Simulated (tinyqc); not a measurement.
What moves the results: six-band Luttinger-Kohn model with strain. A value that a table varies takes the place of the one given here.

Six-band Luttinger-Kohn model in the basis |3/2,3/2>, |3/2,1/2>, |3/2,-1/2>, |3/2,-3/2>, |1/2,1/2>, |1/2,-1/2>, electron energies, zero at the top of the unstrained valence band. H = -[rows: (P+Q, -S, R, 0, -S/r2, r2 R); (-S*, P-Q, 0, R, -r2 Q, r32 S); (R*, 0, P-Q, S, r32 S*, r2 Q); (0, R*, S*, P+Q, -r2 R*, -S*/r2); (-S*/r2, -r2 Q, r32 S, -r2 R, P+Dso, 0); (r2 R*, r32 S*, r2 Q, -S/r2, 0, P+Dso)], r2 = sqrt(2), r32 = sqrt(3/2). Levels are twofold.

P = c g1 k^2 - av tr(e); Q = c g2 (kx^2 + ky^2 - 2 kz^2) - (b/2)(exx + eyy - 2 ezz); R = c sqrt3 [-g2 (kx^2 - ky^2) + 2i g3 kx ky] + (sqrt3/2) b (exx - eyy) - i d exy; S = 2 c sqrt3 g3 (kx - i ky) kz - d (exz - i eyz); c = hbar^2/2m0, e the strain tensor (not engineering shear).

s11 = (C11 + C12)/((C11 - C12)(C11 + 2 C12)), s12 = -C12/((C11 - C12)(C11 + 2 C12)), s44 = 1/C44; exx = s11 sxx + s12 (syy + szz) and cyclic, exy = s44 sxy/2; tension is positive. A uniaxial stress X along the unit vector n is s_ij = X n_i n_j.

Constants: hbar^2/2m0 = 3.80998211 eV angstrom^2.

Parameters, chosen for this exercise (near those of GaAs; not measured data):

| symbol | value | unit | meaning |
|---|---|---|---|
| Dso | 0.322 | eV | spin-orbit splitting |
| g1 | 6.97 |  | Luttinger gamma1 |
| g2 | 2.04 |  | gamma2 |
| g3 | 2.96 |  | gamma3 |
| av | 1.22 | eV | valence hydrostatic potential |
| b | -1.96 | eV | tetragonal shear potential |
| d | -5.01 | eV | trigonal shear potential |
| C11 | 128.8 | GPa |  |
| C12 | 53.3 | GPa |  |
| C44 | 62.2 | GPa |  |
| load | uniaxial [001] |  | kind of stress |
| X1 | 1.6 | GPa | size of the stress |
| E_h | 60 | meV | hole energy below the top |
| X | -1.21 | GPa | stress |

## Sweep of a uniaxial [001] stress

Edges at k = 0 and curvature masses of the top pair along [110] and [001] (step 0.0002 1/angstrom); at zero stress the top is fourfold and has no single curvature.

Edges and masses:

| X (GPa) | top (eV) | second (eV) | third (eV) | splitting (meV) | m [110] | m [001] |
|---|---|---|---|---|---|---|
| -1.50 | 0.0394 | -0.0467 | -0.3380 | 86.1 | 0.242 | 0.079 |
| -1.00 | 0.0246 | -0.0311 | -0.3310 | 55.8 | 0.230 | 0.082 |
| -0.50 | 0.0114 | -0.0156 | -0.3256 | 27.0 | 0.216 | 0.086 |
| 0.00 | 0.0000 | 0.0000 | -0.3220 | 0.0 | - | - |
| 0.50 | 0.0156 | -0.0093 | -0.3205 | 24.9 | 0.111 | 0.346 |
| 1.00 | 0.0311 | -0.0163 | -0.3213 | 47.4 | 0.111 | 0.346 |
| 1.50 | 0.0467 | -0.0208 | -0.3246 | 67.5 | 0.111 | 0.346 |

The splitting reaches 86.1 meV under compression and 67.5 meV under the same tension; linear shear terms alone would make the two equal, and the difference comes from the coupling to the split-off band. At the ends of the sweep the top pair has a mass along [110] of 0.242 under compression and 0.111 under tension, so tension gives the lighter holes along [110]; along [001] it has 0.079 and 0.346. The top edge itself moves by +39 and +47 meV.

## Which stress helps holes along [110]

Each load has size X1 (biaxial: sxx = syy); masses are curvatures of the top pair at k = 0.

Results:

| load | splitting (meV) | top edge (meV) | m [110] | m [001] |
|---|---|---|---|---|
| uniaxial [110], compression | 84.6 | 38.0 | 0.069 | 0.247 |
| uniaxial [110], tension | 66.8 | 46.7 | 0.626 | 0.107 |
| uniaxial [100], compression | 92.3 | 42.5 | 0.119 | 0.244 |
| uniaxial [100], tension | 71.3 | 49.8 | 0.168 | 0.111 |
| uniaxial [111], compression | 82.0 | 36.5 | 0.091 | 0.143 |
| uniaxial [111], tension | 65.0 | 45.5 | 0.249 | 0.143 |
| biaxial (001), compression | 71.3 | 25.0 | 0.111 | 0.346 |
| biaxial (001), tension | 92.3 | 67.4 | 0.244 | 0.079 |

The lightest mass along [110] (0.069) comes with uniaxial [110], compression. The largest splitting (92.3 meV) comes with uniaxial [100], compression; biaxial (001), tension. The heaviest mass along [001] (0.346), which lowers the confinement energy in a (001) channel, comes with biaxial (001), compression. The splitting per GPa follows b (s11 - s12) for loads along cube axes and d s44 for [111]: here 2 |b| (s11 - s12) = 51.9 and |d| s44/sqrt3 = 46.5 meV per GPa in the limit of large Dso; where the splitting nears Dso, mixing with the split-off band makes it depend on the sign of the load.

## Warping of the constant-energy contours (six-band Luttinger-Kohn model)

No strain (e = 0). In the plane kz = 0, |k| where the top and second pairs lie E_h below the top, against the angle from [100]; m = c k^2/E_h.

Contours:

| angle (degrees) | k top (1/angstrom) | k second (1/angstrom) | m top (m0) | m second (m0) |
|---|---|---|---|---|
| 0 | 0.0738 | 0.0389 | 0.346 | 0.096 |
| 9 | 0.0760 | 0.0387 | 0.366 | 0.095 |
| 18 | 0.0826 | 0.0382 | 0.433 | 0.092 |
| 27 | 0.0945 | 0.0376 | 0.567 | 0.090 |
| 36 | 0.1122 | 0.0372 | 0.800 | 0.088 |
| 45 | 0.1254 | 0.0370 | 0.998 | 0.087 |

The heavy contour reaches 1.698 times as far along [110] as along [100], the light one 0.953 times. The warping follows g3 - g2 = 0.92 and would vanish for g2 = g3. Along [100] the heavy mass is 1/(g1 - 2 g2) = 0.346 at any energy, while the light one is 0.0960, against 1/(g1 + 2 g2) = 0.0905 at the edge, for E_h/Dso = 0.19.

## What each parameter does

Edges at k = 0 under a uniaxial [001] stress X and the curvature mass of the top pair along [110] (step 0.0002 1/angstrom). Each row changes one parameter from the base and keeps the others.

Results:

| case | top (eV) | second (eV) | third (eV) | mass (m0) |
|---|---|---|---|---|
| base | 0.0306 | -0.0377 | -0.3338 | 0.235 |
| C12 = 63.96 GPa | 0.0381 | -0.0423 | -0.3351 | 0.240 |
| d = -4.008 eV | 0.0306 | -0.0377 | -0.3338 | 0.235 |
| g1 = 8.364 | 0.0306 | -0.0377 | -0.3338 | 0.177 |
| C44 = 49.76 GPa | 0.0306 | -0.0377 | -0.3338 | 0.235 |
| g2 = 1.632 | 0.0306 | -0.0377 | -0.3338 | 0.208 |
| av = 0.976 eV | 0.0319 | -0.0364 | -0.3325 | 0.235 |
| Dso = 0.386 eV | 0.0298 | -0.0377 | -0.3969 | 0.230 |

The largest shifts from the base row, up to three for each result and ties (the steps differ in size, so this ranks the rows, not the parameters). top (eV): C12 +0.0075, av +0.0013, Dso -0.0008; unchanged at the printed digits by d, g1, C44 and g2. second (eV): C12 -0.0046, av +0.0013; unchanged at the printed digits by d, g1, C44, g2 and Dso. third (eV): Dso -0.0632, C12 -0.0013, av +0.0013; unchanged at the printed digits by d, g1, C44 and g2. mass (m0): g1 -0.058, g2 -0.027, Dso -0.005, C12 +0.005; unchanged at the printed digits by d, C44 and av. The Luttinger parameters multiply k^2 and cannot move the edges; av shifts all edges alike and leaves the mass.

Program tinyqc; command `OMP_NUM_THREADS=1 python tinyqc.py 1050552 1050553 out.jsonl`; about 0.03 s on one thread of a shared Intel(R) Xeon(R) Processor @ 2.30GHz.
